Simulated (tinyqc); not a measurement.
What each parameter does: finite square well with mass mismatch (envelope functions).

A square well of width L and depth V0, mass mw inside and mb outside, energies from the bottom of the well, c = hbar^2/2m0. k = sqrt(mw E/c), kappa = sqrt(mb (V0 - E)/c). psi and psi'/m are continuous at the walls (BenDaniel-Duke), so level n solves k L + 2 atan[(k/mw)/(kappa/mb)] = n pi.

Constants: hbar^2/2m0 = 3.80998211 eV angstrom^2.

Values chosen for the exercise (near those of the light valleys of a Si film in SiO2; not measured data): L = 46 angstrom (well width); V0 = 3.174 eV (barrier height); mw = 0.185 m0 (mass in the well); mb = 0.485 m0 (mass in the barrier).

Parabolic bands. Pb is the probability of level 1 in the barriers, (A^2/kappa)/(A^2/kappa + L/2 + sin(kL)/(2k)) with A = cos(kL/2).

One parameter was then changed.

Results before and after:

| case | E1 (eV) | bound levels | Pb | V0 - E1 (eV) |
|---|---|---|---|---|
| base | 0.0692 | 6 | 0.0033 | 3.1048 |
| changed | 0.0647 | 7 | 0.0028 | 3.1093 |

Which of these changes was made? (a) V0 = 2.698 eV; (b) mb = 0.388 m0; (c) mw = 0.2035 m0; (d) L = 51 angstrom.

Answer: (c) mw = 0.2035 m0. Of the candidates, run in turn, only this one gives the changed row.

All candidates:

| case | E1 (eV) | bound levels | Pb | V0 - E1 (eV) |
|---|---|---|---|---|
| base | 0.0692 | 6 | 0.0033 | 3.1048 |
| L = 51 angstrom | 0.0580 | 7 | 0.0025 | 3.1160 |
| V0 = 2.698 eV | 0.0675 | 6 | 0.0040 | 2.6305 |
| mw = 0.2035 m0 | 0.0647 | 7 | 0.0028 | 3.1093 |
| mb = 0.388 m0 | 0.0714 | 6 | 0.0031 | 3.1026 |

(tinyqc, `OMP_NUM_THREADS=1 python tinyqc.py 1250820 1250821 out.jsonl`, Intel(R) Xeon(R) Processor @ 2.30GHz, 1 thread, shared host, about 0.01 s.)
